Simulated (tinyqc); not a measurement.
Opening the gap, as alloying or pressure does: deep trap from a strong local potential in a two-band host (Koster-Slater model with semi-elliptic bands). Computed by tinyqc, a small Python program. Command: `OMP_NUM_THREADS=1 python tinyqc.py 3018433 3018434 out.jsonl deeptrap walk`. One thread of a shared host (Intel(R) Xeon(R) Processor @ 2.30GHz), about 0.03 s of CPU time with the checks.

The valence band spans -2 W_v to 0 and the conduction band E_g to E_g + 2 W_c. The orbital at the impurity site has weight f_v in the valence band and 1 - f_v in the conduction band, each spread as a semi-ellipse (2/(pi W^2)) sqrt(W^2 - x^2) about the band centre. The impurity adds U to this orbital. Spin is left out.

Inputs (values chosen for the exercise, with a gap close to that of GaN):
```
quantity                                value  unit
gap E_g                                  3.38    eV
half-width of the valence band W_v        5.8    eV
half-width of the conduction band W_c     4.7    eV
valence weight f_v of the site orbital   0.61     -
impurity potential U                     10.3    eV
```

Impurity: repulsive, acceptor-like.

Method:
- In the gap G(E) = f_v (2/W_v^2)[x - sqrt(x^2 - W_v^2)] - (1 - f_v)(2/W_c^2)[y - sqrt(y^2 - W_c^2)], x = E + W_v, y = E_g + W_c - E.
- The trap level solves G(E) = 1/U (bisection). With D = -dG/dE = D_v + D_c, D_v = f_v (2/W_v^2)[x/sqrt(x^2 - W_v^2) - 1] and D_c = (1 - f_v)(2/W_c^2)[y/sqrt(y^2 - W_c^2) - 1], the weight on the impurity orbital is 1/(U^2 D) and the conduction-band character is D_c/D.
- The conduction band is shifted rigidly; widths, weights and U stay.

Against the gap:
```
E_g (eV)  E_t (eV)  depth below E_c (eV)  conduction character
1.69       0.11844                1.5716               0.10992
2.20       0.17441                2.0256               0.10896
2.70       0.22812                2.4719               0.10565
3.04       0.26356                2.7764               0.10280
3.38       0.29800                3.0820               0.09973
3.89       0.34764                3.5424               0.09496
4.39       0.39395                3.9960               0.09030
5.41       0.48138                4.9286               0.08126
```

As the conduction band moves up by 3.720 eV the level follows by 0.363 eV, a mean slope of 0.10; the local slope is the conduction character. A shallow donor would follow with slope 1 and a shallow acceptor with slope 0.
